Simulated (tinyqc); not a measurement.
# p-type polysilicon, carrier trapping at grain boundaries: two studies

One-dimensional grains of size Lg, uniform ionised doping N, monovalent traps Qt at each boundary at a depth Et below (for electrons) or above (for holes) the band edge there, abrupt depletion of width W on each side of a boundary, Boltzmann statistics. xi is the distance from the band edge at the grain centre to the Fermi level. Trapped charge Qt/(1 + exp((xi + VB - Et)/Vt)) = 2 N W, barrier VB = q N W^2/(2 eps0 eps_r).

Values chosen for this exercise; values of the order met in polycrystalline silicon: temperature T = 300 K; relative permittivity eps_r = 11.7; valence-band density of states at T NB = 2.65e19 cm^-3; grain size Lg = 31 nm; trap density of a grain boundary Qt = 2.5e12 cm^-2; depth of the trap level from the majority band edge at the boundary Et = 0.39 eV; mass for thermionic emission ms = 0.4 m0; correction factor of the emission rate fe = 0.5; mobility inside the grains mug = 130 cm^2/(V s); doping N = 5.3e18 cm^-3.

Constants: q = 1.602176634e-19 C, kB = 1.380649e-23 J/K, m0 = 9.1093837015e-31 kg, Vt = kB T/q, eps0 = 8.8541878128e-14 F/cm where lengths are in cm. Results are converted to the units shown.

Each table varies one quantity; the others keep the values above.

## Effect of the doping

If the trap equation with xi = Vt ln(NB/N) has a root W < Lg/2, the grain is partly depleted; otherwise W = Lg/2 and the trap equation gives xi = Et - VB + Vt ln(Qt/(N Lg) - 1). N* = Qt/Lg. n0 = NB exp(-xi/Vt); mean density n0 (1 - 2 W/Lg) by charge balance in a partly depleted grain, and n0 (sqrt(pi)/2) erf(u)/u with u = sqrt(VB/Vt) in a fully depleted one; v = sqrt(kB T/(2 pi ms m0)); barrier resistivity Vt exp(VB/Vt)/(q fe n0 v Lg); grain resistivity (1 - 2 W/Lg)/(q n0 mug); effective mobility 1/(q mean density total resistivity). Rows with xi above 0.45 V, towards mid-gap, are left out, since the other carrier type is ignored.

Result of one run:
```
N (cm^-3)	N/N*	depleted share 2 W/Lg	VB (V)	xi (V)	mean density (cm^-3)	resistivity (ohm cm)	effective mobility (cm^2/(V s))
2.5e18	3.100	0.3226	0.04833	0.06103	1.694e18	0.07649	48.18
```

What becomes of these results when the doping N is changed from 2.5e18 to 7.6e17 cm^-3, all else the same?

Result of the changed run:
```
N (cm^-3)	N/N*	depleted share 2 W/Lg	VB (V)	xi (V)	mean density (cm^-3)	resistivity (ohm cm)	effective mobility (cm^2/(V s))
7.6e17	0.9424	1.000	0.1412	0.1765	1.086e16	201.1	2.858
```

The whole series:
```
N (cm^-3)	N/N*	depleted share 2 W/Lg	VB (V)	xi (V)	mean density (cm^-3)	resistivity (ohm cm)	effective mobility (cm^2/(V s))
7.3e16	0.09052	1.000	0.01356	0.4361	1.063e12	3.305e4	177.6
1.3e17	0.1612	1.000	0.02415	0.4085	2.764e12	1.712e4	131.9
2.3e17	0.2852	1.000	0.04273	0.3710	9.947e12	8245	76.10
4.2e17	0.5208	1.000	0.07803	0.3098	8.319e13	3027	24.79
7.6e17	0.9424	1.000	0.1412	0.1765	1.086e16	201.1	2.858
1.4e18	1.736	0.5760	0.08628	0.07602	5.937e17	0.5066	20.75
2.5e18	3.100	0.3226	0.04833	0.06103	1.694e18	0.07649	48.18
4.4e18	5.456	0.1833	0.02746	0.04642	3.594e18	0.02500	69.47
8e18	9.920	0.1008	0.01510	0.03096	7.194e18	0.01088	79.72
```

As N goes from 7.3e16 to 8e18, VB goes from 0.0136 through a maximum of 0.141 (at N = 7.6e17 among the rows listed) to 0.0151 V, the resistivity falls from 33100 to 0.0109 ohm cm and the effective mobility goes from 178 through a minimum of 2.86 (at N = 7.6e17 among the rows listed) to 79.7 cm^2/(V s). The steepest fall of the resistivity among the rows, as N^(-9.8), lies between N = 7.6e17 and 1.4e18 cm^-3; N* = 8.06e17 cm^-3. While the grain is fully depleted VB grows as N; once the traps are full it falls as 1/N. For N = 2.5e18, 4.4e18, 8e18 xi is under 2.5 Vt, where Boltzmann statistics begin to fail. For N = 7.3e16, 1.3e17, 8e18 VB is below Vt, where abrupt depletion and thermionic emission are rough. For N = 7.3e16, 1.3e17 the effective mobility exceeds mug, since drift through the depleted part of the grain is left out.

## Effect of the trap density of a grain boundary

Same model as above.

N* = Qt/Lg.

The same in every row: xi (V) = 0.04161.

Effect of the trap density of a grain boundary:
```
Qt (cm^-2)	N/N*	depleted share 2 W/Lg	VB (V)	mean density (cm^-3)	resistivity (ohm cm)	effective mobility (cm^2/(V s))
2e11	82.15	0.01217	1.459e-4	5.235e18	0.01359	87.71
3.4e11	48.32	0.02069	4.217e-4	5.190e18	0.01357	88.65
5.7e11	28.82	0.03469	0.001185	5.116e18	0.01358	89.84
9.7e11	16.94	0.05904	0.003432	4.987e18	0.01380	90.71
1.6e12	10.27	0.09738	0.009338	4.784e18	0.01480	88.13
2.8e12	5.868	0.1704	0.02860	4.397e18	0.02147	66.11
4.7e12	3.496	0.2861	0.08057	3.784e18	0.1107	14.90
8e12	2.054	0.4822	0.2289	2.744e18	32.37	0.07025
```

As Qt goes from 2e11 to 8e12, VB rises from 1.46e-4 to 0.229 V, the resistivity rises from 0.0136 to 32.4 ohm cm and the effective mobility goes from 87.7 through a maximum of 90.7 (at Qt = 9.7e11 among the rows listed) to 0.0702 cm^2/(V s). In every row xi is under 2.5 Vt, where Boltzmann statistics begin to fail. For Qt = 2e11, 3.4e11, 5.7e11, 9.7e11, 1.6e12 VB is below Vt, where abrupt depletion and thermionic emission are rough.

tinyqc, about 0.01 s, one thread, Intel Xeon 2.30GHz (shared host): `OMP_NUM_THREADS=1 python tinyqc.py 2830081 2830082 out.jsonl`
